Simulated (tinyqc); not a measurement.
Worked calculation: CCD on RHF in the 6-311g basis, for H2, spin multiplicity 1. One step of it, computed by the program tinyqc.

Problem. CCD: starting amplitudes. t_ij^ab = <ij||ab> / (e_i + e_j - e_a - e_b), whose energy is MP2.

orbital energies (hartree): MO1 -0.536093, MO2 0.130350, MO3 0.324566, MO4 0.563852, MO5 2.551632, MO6 2.636678

Two-electron integrals over orbitals (pq|rs), unique and non-zero (hartree):
```
(11|11) 0.579974    (21|21) 0.068893    (22|11) 0.366805    (22|22) 0.313728
(31|11) -0.121992   (31|22) -0.037042   (31|31) 0.054263    (32|21) 0.015197
(32|32) 0.030940    (33|11) 0.357112    (33|22) 0.280096    (33|31) -0.038993
(33|33) 0.281438    (41|21) -0.073542   (41|32) 0.006252    (41|41) 0.098009
(42|11) -0.140138   (42|22) -0.058079   (42|31) 0.047426    (42|33) -0.051137
(42|42) 0.064062    (43|21) 0.047621    (43|32) 0.015002    (43|41) -0.049407
(43|43) 0.039785    (44|11) 0.462380    (44|22) 0.334529    (44|31) -0.081000
(44|33) 0.307722    (44|42) -0.102555   (44|44) 0.401595    (51|21) -0.028786
(51|32) 0.019169    (51|41) 0.055863    (51|43) -0.028859   (51|51) 0.077230
(52|11) -0.028981   (52|22) 0.006609    (52|31) 0.024216    (52|33) -0.005068
(52|42) 0.011104    (52|44) -0.018463   (52|52) 0.028238    (53|21) 0.033679
(53|32) -0.007056   (53|41) -0.048765   (53|43) 0.023853    (53|51) -0.042763
(53|53) 0.031826    (54|11) 0.129521    (54|22) 0.037607    (54|31) -0.058318
(54|33) 0.045902    (54|42) -0.052094   (54|44) 0.090170    (54|52) -0.040446
(54|54) 0.085394    (55|11) 0.607910    (55|22) 0.380523    (55|31) -0.142687
(55|33) 0.362745    (55|42) -0.158693   (55|44) 0.497176    (55|52) -0.061493
(55|54) 0.188649    (55|55) 0.735454    (61|11) -0.065759   (61|22) -0.017229
(61|31) 0.039974    (61|33) -0.019371   (61|42) 0.031156    (61|44) -0.054770
(61|52) 0.037986    (61|54) -0.068969   (61|55) -0.136509   (61|61) 0.072278
(62|21) -0.010138   (62|32) 0.006581    (62|41) 0.020619    (62|43) -0.013630
(62|51) 0.035331    (62|53) -0.016717   (62|62) 0.018681    (63|11) 0.091286
(63|22) 0.037227    (63|31) -0.035571   (63|33) 0.033036    (63|42) -0.037318
(63|44) 0.067390    (63|52) -0.018549   (63|54) 0.048937    (63|55) 0.127738
(63|61) -0.039191   (63|63) 0.032901    (64|21) 0.025971    (64|32) -0.019009
(64|41) -0.049858   (64|43) 0.021717    (64|51) -0.062745   (64|53) 0.036801
(64|62) -0.029076   (64|64) 0.056196    (65|21) 0.109732    (65|32) -0.005793
(65|41) -0.145272   (65|43) 0.082787    (65|51) -0.123429   (65|53) 0.090452
(65|62) -0.053144   (65|64) 0.106548    (65|65) 0.284663    (66|11) 0.600782
(66|22) 0.369968    (66|31) -0.136622   (66|33) 0.361350    (66|42) -0.154039
(66|44) 0.485197    (66|52) -0.058402   (66|54) 0.179106    (66|55) 0.707730
(66|61) -0.118790   (66|63) 0.119026    (66|66) 0.693561
```

Give: Starting amplitudes; correlation energy.

Solution.

Starting amplitudes (spin orbitals 1a, 1b, ...; amplitudes related by a flip of all spins are not repeated):

| from | to | t |
|---|---|---|
| 1a 1b | 2a 2b | -0.0517 |
| 1a 1b | 4a 4b | -0.0446 |
| 1a 1b | 2a 4b | 0.0416 |
| 1a 1b | 3a 3b | -0.0315 |
| 1a 1b | 4a 5b | -0.0133 |
| 1a 1b | 5a 5b | -0.0125 |
| 1a 1b | 6a 6b | -0.0114 |
| 1a 1b | 3a 6b | -0.0099 |
| 1a 1b | 2a 5b | 0.0077 |

correlation energy = -0.020275 hartree
